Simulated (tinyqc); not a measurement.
Strain and the order of the valence edges: six-band k.p model of the valence band of a wurtzite crystal.

At k = 0: E1 = D1c + D2c + Te + Le (pure HH); E2, E3 = Le + u +/- sqrt(u^2 + 2 D3c^2), u = (D1c - D2c + Te)/2, D1c = Dcr, D2c = D3c = Dso/3. The weight of LH in state 2 is fL = (E2 - Le)^2/((E2 - Le)^2 + 2 D3c^2). Relative strengths of transitions to the conduction band: for E perpendicular to c (TE) 1/2, fL/2, (1 - fL)/2; for E along c (TM) 0, 1 - fL, fL, with one momentum element for both directions.

Strain of a c-plane layer: exx = eyy = e_par, ezz = -2 (C13/C33) e_par; Le = D1 ezz + D2 (exx + eyy), Te = D3 ezz + D4 (exx + eyy).

Conduction edge: Ec = (top of the unstrained valence band) + Eg + (a1 + D1) ezz + (a2 + D2)(exx + eyy).
Constants: kB = 8.617333262e-05 eV/K.

Inputs chosen for the exercise (near those of GaN; not measured data): Dcr = 0.0147 eV (crystal-field splitting); Dso = 0.0176 eV (spin-orbit splitting); Eg = 3.507 eV (direct gap at Gamma from the top of the unstrained valence band); a1 = -4.95 eV (gap potential along c); a2 = -10.75 eV (gap potential in the plane); D1 = -3.67 eV; D2 = 4.28 eV; D3 = 8.32 eV; D4 = -4.26 eV; C13 = 106 GPa; C33 = 386 GPa; T = 200 K (temperature).

Edges from the unstrained top. Degree of polarisation (TE - TM)/(TE + TM), each state weighted by exp(E/kT) alone (equal densities of states).

Results:
```
e_par (%)  E1 (meV)  E2 (meV)  E3 (meV)     fL  lowest transition (eV)  polarisation
-1.20          30.2      18.8    -147.9  0.998                  3.5753         0.997
-0.90          22.6      11.4    -116.3  0.996                  3.5582         0.993
-0.60          15.1       4.1     -84.8  0.991                  3.5412         0.980
-0.30           7.5      -2.8     -53.7  0.973                  3.5241         0.894
0.00            0.0      -6.8     -25.5  0.735                  3.5070         0.385
0.30           -7.5      13.3     -21.4  0.061                  3.4691        -0.592
0.60          -15.1      43.9     -27.8  0.014                  3.4139        -0.939
0.90          -22.6      75.2     -35.0  0.006                  3.3579        -0.989
1.20          -30.2     106.8     -42.4  0.003                  3.3017        -0.996
```

What does the comparison show, and why?

E1 = E2 requires Dcr + Te = 0, which here falls at e_par = 0.11 %, inside the sweep: state 1 is on top for smaller e_par and state 2 beyond. The polarisation goes from +1.00 to -1.00 and changes sign between 0.00 and 0.30 %; the lowest transition moves by -114 meV per 1 % on average.

tinyqc: `OMP_NUM_THREADS=1 python tinyqc.py 1050894 1050895 out.jsonl`; about 0.01 s, one thread, shared Intel(R) Xeon(R) Processor @ 2.30GHz.
